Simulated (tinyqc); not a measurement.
Worked calculation: strain, valley repopulation and piezoresistance in a many-valley conduction band. Computed by tinyqc, a small Python program that keeps every step. Command: `OMP_NUM_THREADS=1 python tinyqc.py 3013377 3013378 out.jsonl valleys walk`. One thread of a shared host (Intel(R) Xeon(R) Processor @ 2.30GHz), about 0.03 s of CPU time with the checks. Intermediate numbers are printed to about 5 digits and carried at full precision; extremes and crossings named in words are read from the listed rows.

Valleys are ellipsoids with mass m_l along the axis a and m_t across it, parabolic, with one constant relaxation time; strain shifts the valleys and leaves the masses alone. Currents are taken along [100], in the plane, and along [001], across the plane.

Inputs (values chosen for the exercise, modelled on silicon): longitudinal mass m_l = 0.907 m_0; transverse mass m_t = 0.187 m_0; shear deformation potential Xi_u = 9.47 eV; dilation deformation potential Xi_d = 1.1 eV; C11 = 165 GPa; C12 = 64.4 GPa; C44 = 79.5 GPa; stress X (tension positive) = -76 MPa; electron density n = 2.2e+15 1/cm^3; relaxation time tau = 92 fs; temperature T = 200 K.

Valley axes: <100> (6 valleys in 3 pairs). Load: biaxial in the (001) plane.

Constants: k_B = 8.617333262e-05 eV/K; m_0 = 9.1093837015e-31 kg; k_B = 1.380649e-23 J/K; hbar = 1.054571817e-34 J s; e = 1.602176634e-19 C.

## Strain

Compliances S11 = (C11 + C12)/((C11 - C12)(C11 + 2 C12)), S12 = -C12/((C11 - C12)(C11 + 2 C12)), S44 = 1/C44; stress sigma_xx = sigma_yy = X, all else 0; e_xx = S11 sigma_xx + S12 (sigma_yy + sigma_zz), e_xy = S44 sigma_xy/2 (tensor strain).

strain tensor (%), rows x, y, z:
$$\begin{pmatrix}
-0.042428 & 0.000000 & 0.000000 \\
0.000000 & -0.042428 & 0.000000 \\
0.000000 & 0.000000 & 0.033119
\end{pmatrix}$$

## Valley shifts

Herring-Vogt shift of a valley with unit axis a: dE = Xi_d tr(e) + Xi_u a.e.a.

shifts dE (meV): x -4.5870, y -4.5870, z 2.5673

splitting (highest minus lowest) = 7.1543 meV

Lowest: x, y; the splitting is 0.415 k_B T.

## Populations

Each of the 6 valleys holds n_v = N_v (2/sqrt(pi)) F_1/2((E_F - dE_v)/(k_B T)), N_v = 2 (m_d k_B T/(2 pi hbar^2))^(3/2), m_d = (m_l m_t^2)^(1/3); E_F solves sum n_v = n and is counted from the unstrained edge. F_j(eta) = int_0^infinity x^j/(1 + exp(x - eta)) dx, without a gamma-function factor. It is evaluated after integrating by parts. Integrals over x = E/(k_B T) use 160 Gauss-Legendre points in u = sqrt(x) from 0 to sqrt(max(eta, 0) + 32).

Fermi level E_F = -154.18 meV

share of the electrons (per pair): x 0.37590, y 0.37590, z 0.24820

## Mobility tensor and resistance change

Mobility tensor mu = e tau sum_v (n_v/n) [1/m_t + (1/m_l - 1/m_t) a a^T]; unstrained mu_0 = e tau (1/m_l + 2/m_t)/3; resistivity along d from the inverse tensor, rho_d = d.mu^-1.d/(n e), mobility along d = 1/(d.mu^-1.d); gauge pi_d = (rho_d/rho_0 - 1)/X.

mobility tensor (cm^2/(V s)), rows x, y, z:
$$\begin{pmatrix}
607.10 & 0.00 & 0.00 \\
0.00 & 607.10 & 0.00 \\
0.00 & 0.00 & 694.81
\end{pmatrix}$$

unstrained mobility mu_0 = 636.34 cm^2/(V s)

mobility along the first direction = 607.10 cm^2/(V s)

mobility along the second direction = 694.81 cm^2/(V s)

resistance change along the first direction = 4.8162 %

resistance change along the second direction = -8.4164 %

The mobility lies between e tau/m_l = 178 and e tau/m_t = 865; the trace stays at 3 mu_0. Along the first direction the filled valleys present more of their heavy mass.

## Linear piezoresistance coefficients

With eta_0 the reduced Fermi level without strain, r = F_-1/2(eta_0)/(2 F_1/2(eta_0)) (1 for a classical gas) and c = r (Xi_u/k_B T) (m_l - m_t)/(2 m_l + m_t): pi11 = -(2/3) c (S11 - S12), pi12 = -pi11/2, pi44 = 0, with S11 - S12 = 1/(C11 - C12).

eta_0 = -8.8000

degeneracy factor r = 0.99995

pi11 = -131.01 1e-11/Pa

pi12 = 65.507 1e-11/Pa

pi44 = 0 1e-11/Pa

The gas is classical, so the coefficients follow 1/T.

## Full result against the linear law

Linear theory: pi = pi11 + pi12 in the plane and 2 pi12 across it.

Resistance changes (%); at 2000 MPa the strain is near or above 1 %, where band warping, left out here, matters:
```
X (MPa)  splitting (meV)  largest share  first direction   linear  second direction   linear
-2000             188.27        0.50000           21.937   131.01            -26.46  -262.03
-1000              94.14        0.49894           21.768    65.51            -26.34  -131.01
-400               37.65        0.47337           17.808    26.20            -23.21   -52.41
-150               14.12        0.40971            8.985     9.83            -14.15   -19.65
-50                 4.71        0.36218            3.214     3.28             -5.86    -6.55
50                  4.71        0.39650           -3.297    -3.28              7.32     6.55
150                14.12        0.53148           -9.661    -9.83             27.21    19.65
400                37.65        0.81631          -20.677   -26.20            108.92    52.41
1000               94.14        0.99158          -26.214   -65.51            245.48   131.01
2000              188.27        0.99996          -26.460  -131.01            256.63   262.03
```

Along the first direction the linear law holds within 10 % for 4 of the 10 stresses, at -150, -50.0, 50.0, 150 MPa. At the largest compression the full change is +21.9 % against the linear +131.0 %, at the largest tension -26.5 % against -131.0 %: once the splitting is comparable with k_B T (or E_F) the populations no longer follow it linearly, and the change must saturate when the upper valleys are empty.

Checks made by the program: trace of the tensor against 3 mu_0 (relative difference below 1e-10); linear coefficients against the full calculation at 0.01 MPa (relative difference 2e-05).
